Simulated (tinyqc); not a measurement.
Worked calculation: buckled dimers of a reconstructed (001) surface, two dangling bonds a dimer. Values are carried at full precision from step to step, so a last printed digit may differ when a step is redone from the rounded ones.

In a dimer one atom moves up by z and the other down by z; the dangling bond of the up atom (more s-like) falls by gm z and that of the down atom rises by gm z. With all dimers tilted alike: H(k) = [[-gm z - 2 ta cos k, -tp - 2 tx cos k], [., gm z - 2 ta cos k]], k along the row in 1/a. Two electrons a dimer fill the lowest N of the 2N levels on the mesh k_j = (j + 1/2) pi/N. Total energy a dimer: W(z) = (2/N) sum of the filled levels + kf z^2. Repulsion between electrons is left out.

Constants: kB = 8.617333262e-05 eV/K.

Inputs chosen for the exercise (of the size met on Si(001); shifted at random, so the results belong to these values and not to a real crystal): tp = 0.36 eV (pi coupling inside a dimer); ta = 0.09 eV (coupling between like atoms along the row); tx = 0.05 eV (diagonal coupling along the row); gm = 2.35 eV/angstrom (shift of a dangling bond with height); z = 0.14 angstrom (a trial buckling); k = 0.79 pi/a (wave vector along the row); kf = 8.8 eV/angstrom^2 (force constant of buckling); N = 8 (k points).

## One k point at the trial buckling

Form H, its levels and the weight of the lower one on the up atom, (1 + gm z/sqrt((gm z)^2 + h^2))/2 with h the off-diagonal element; k is given in pi/a.

H (eV), rows up, down and columns alike:
```
[[-0.1868, -0.2810],
 [-0.2810, 0.4712]]
```

levels (eV): [-0.2904, 0.5749]

weight on the up atom = 0.8802

## The bands on the mesh

Both levels at each k_j for the trial z, and W(z).

Levels (eV):
```
j  k (pi/a)    lower   upper
0    0.0625  -0.7405  0.3874
1    0.1875  -0.7016  0.4023
2    0.3125  -0.6300  0.4300
3    0.4375  -0.5374  0.4671
4    0.5625  -0.4384  0.5086
5    0.6875  -0.3482  0.5483
6    0.8125  -0.2803  0.5797
7    0.9375  -0.2440  0.5971
```

band energy = -0.9801 eV
elastic energy = 0.1725 eV
W = -0.8076 eV

The lower band is full and the upper empty.

## An isolated dimer

For ta = tx = 0, W = -2 sqrt(tp^2 + (gm z)^2) + kf z^2. It buckles if gm^2/kf > tp; then sqrt(tp^2 + (gm z)^2) = gm^2/kf, the gap is twice that, and the gain is (gm^2/kf - tp)^2 kf/gm^2.

gm^2/kf = 0.6276 eV
buckling z = 0.2187 angstrom
gap = 1.2551 eV
gain = 0.1141 eV

The pi bond is too weak to resist: the dimer tilts and charge moves to the up atom.

## The row at its minimum

Minimise W over z from 0 to 1 angstrom. Gap: lowest upper level less highest lower level on 201 points from 0 to pi (negative: overlap). Charge moved to the up atom: the mean of gm z/sqrt((gm z)^2 + h^2) over the mesh, valid for a full lower band.

z = 0.2187 angstrom
gain over flat dimers = 0.1194 eV

gap (eV): flat 0.3600, at the minimum 0.9056

charge moved = 0.819 e

With these values the flat row already has a gap and buckling widens it; fuller one-electron models of Si(001) and Ge(001) find the flat dimers metallic. Per dimer, the gain is also the barrier for flipping the whole row together in this picture, 4.6 kT at 300 K.

## Checks

- Buckling of an isolated dimer from the formula against numerical minimisation: both 0.2187.

Run: tinyqc, `OMP_NUM_THREADS=1 python tinyqc.py 1450682 1450683 out.jsonl`; Intel(R) Xeon(R) Processor @ 2.30GHz, one thread, shared host; about 0.02 s of CPU time with all checks.
